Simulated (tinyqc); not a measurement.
Electron mobility in a silicon inversion layer, empirical terms and Matthiessen rule: two steps of the calculation.

Inversion layer of sheet density Ns on a uniformly doped body. The mobility terms are empirical power laws with prefactors chosen for the exercise; adding their inverses (Matthiessen) is itself an approximation.

Inputs (values chosen for the exercise); material values close to those of silicon:
```
symbol   value        unit                                                meaning
T          293           K                                            temperature
eps_r     11.8                         relative permittivity of the semiconductor
Nb      1.4e18       cm^-3                                            body doping
eta        0.5              weight of the inversion charge in the effective field
Ap         385  cm^2/(V s)           phonon-limited mobility at 1 MV/cm and 300 K
As         923  cm^2/(V s)                  roughness-limited mobility at 1 MV/cm
gs           2                                     exponent of the roughness term
Ac        2700  cm^2/(V s)                                      Coulomb prefactor
Nit     1.1e10       cm^-2                                charge at the interface
Ns      3.9e12       cm^-2                                      inversion density
WL          10                                                          ratio W/L
Vd        0.01           V                                          drain voltage
I         11.1          uA                                measured linear current
```

Constants: q = 1.602176634e-19 C, eps0 = 8.8541878128e-14 F/cm where lengths are in cm. Results are converted to the units shown.

Question 1. Mobility terms and their sum. With t = T/(300 K): muC = Ac (Ns/1e12 cm^-2) t/(Nb/1e17 cm^-3 + Nit/1e11 cm^-2), muP = Ap E^(-1/3) t^(-1.75), muS = As E^(-gs); 1/mu is the sum of the inverses.

E = 1.2169391 MV/cm

Wanted: terms; mu; shares of 1/mu.

Answer 1.

terms (cm^2/(V s)): Coulomb 728.87, phonon 375.82, roughness 623.25
mu = 177.39 cm^2/(V s)
shares of 1/mu (%): Coulomb 24.338, phonon 47.200, roughness 28.462

The phonon term limits most.

Question 2. Inversion density for the measured current. I = (W/L) q Ns mu Vd. E = q (Ndep + eta Ns)/(eps0 eps_r) in MV/cm. Ns(new) = I/((W/L) q mu Vd).

Ns at the start = 2e12 cm^-2
Ndep = 5.9857721e12 cm^-2

Find: E; mu; Ns after iteration 1.

Answer 2.

E = 1.0713 MV/cm
mu = 154.59 cm^2/(V s)
Ns after iteration 1 = 4.4817e12 cm^-2

Program tinyqc, `OMP_NUM_THREADS=1 python tinyqc.py 2510169 2510170 out.jsonl`; Intel Xeon 2.30GHz, shared host, one thread, about 0.01 s.
